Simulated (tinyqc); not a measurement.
Bias-temperature instability from a Gaussian distribution of capture and emission barriers. Inputs raised by 5 %, one at a time. Computed by tinyqc, a small Python program. Command: `OMP_NUM_THREADS=1 python tinyqc.py 3019526 3019527 out.jsonl bti sens`. One thread of a shared host (Intel(R) Xeon(R) Processor @ 2.30GHz), about 0.04 s of CPU time with the checks.

Each trap has a capture time tau_0 exp(E_c/(k_B T)) under stress and an emission time tau_0 exp(E_e/(k_B T)) after it. E_c is Gaussian, and E_e = E_c + d with d Gaussian and independent. A trap counts as filled once t_s exceeds its capture time and as emptied once t_r exceeds its emission time.

Inputs (values chosen for the exercise, for a model p-channel transistor):
```
quantity,value,unit
shift with all traps filled V_max,260,mV
mean capture barrier at zero field mu_c,1.71,eV
spread of capture barriers sigma_c,0.32,eV
lowering of mu_c per field k_F,0.06,eV/(MV/cm)
oxide field F,4.5,MV/cm
"mean of E_e - E_c at the stress field, delta",0.091,eV
"spread of E_e - E_c, sigma_d",0.25,eV
time constant tau_0,2e-09,s
temperature T,25,C
stress time t_s,5000,s
recovery time t_r,50,s
```

Constants: k_B = 8.617333262e-05 eV/K.

Method:
- Demarcation energies E_s = k_B T ln(t_s/tau_0), E_r = k_B T ln(t_r/tau_0); mean barrier mu = mu_c - k_F F; z = (E_s - mu)/sigma_c; Phi is the standard normal distribution.
- Temperatures in kelvin are T(C) + 273.15.
- Shift without recovery dV0 = V_max Phi(z); local time exponent n = d ln dV0/d ln t_s = (k_B T/sigma_c) exp(-z^2/2)/(sqrt(2 pi) Phi(z)); apparent activation energy n E_s.
- Remaining shift dV = V_max int_(-infinity)^(E_s) g(E_c) [1 - Phi((E_r - E_c - delta)/sigma_d)] dE_c, g the Gaussian density of E_c (Gauss-Legendre, 120 points over 7 sigma_c below E_s).

Runs:
```
input moved,from,to,shift without recovery dV0 (mV),time exponent n,remaining shift dV (mV),apparent activation energy (eV)
base run,-,-,3.542,0.2054,2.287,0.1507
shift with all traps filled V_max (mV),260,273,3.719,0.2054,2.401,0.1507
mean capture barrier at zero field mu_c (eV),1.71,1.7955,1.731,0.2248,1.138,0.1649
lowering of mu_c per field k_F (eV/(MV/cm)),0.06,0.063,3.943,0.2024,2.537,0.1484
time constant tau_0 (s),2e-09,2.1e-09,3.507,0.2057,2.264,0.1506
stress time t_s (s),5000,5250,3.578,0.2051,2.315,0.1507
recovery time t_r (s),50,52.5,3.542,0.2054,2.281,0.1507
```

Exponents ln(y'/y) / ln(x'/x):
```
input,shift without recovery dV0,time exponent n,remaining shift dV,apparent activation energy
shift with all traps filled V_max,1.000,0.000,1.000,0.000
mean capture barrier at zero field mu_c,-14.671,1.848,-14.300,1.848
lowering of mu_c per field k_F,2.196,-0.305,2.132,-0.305
time constant tau_0,-0.206,0.028,-0.200,-0.007
stress time t_s,0.205,-0.028,0.254,0.007
recovery time t_r,0.000,0.000,-0.055,0.000
```

Among the inputs moved here: shift without recovery dV0 answers most in size to mean capture barrier at zero field mu_c (exponent -14.671), next to lowering of mu_c per field k_F (+2.196); its exponent is below 0.0005 for recovery time t_r. Its exponent +1.000 in shift with all traps filled V_max: the shift counts traps. Its exponent 0.000 in recovery time t_r: no recovery is counted in dV0. Time exponent n answers most in size to mean capture barrier at zero field mu_c (exponent +1.848), next to lowering of mu_c per field k_F (-0.305); its exponent is below 0.0005 for shift with all traps filled V_max, recovery time t_r. Its exponent 0.000 in shift with all traps filled V_max: the exponent is a shape. Remaining shift dV answers most in size to mean capture barrier at zero field mu_c (exponent -14.300), next to lowering of mu_c per field k_F (+2.132). Apparent activation energy answers most in size to mean capture barrier at zero field mu_c (exponent +1.848), next to lowering of mu_c per field k_F (-0.305); its exponent is below 0.0005 for shift with all traps filled V_max, recovery time t_r.
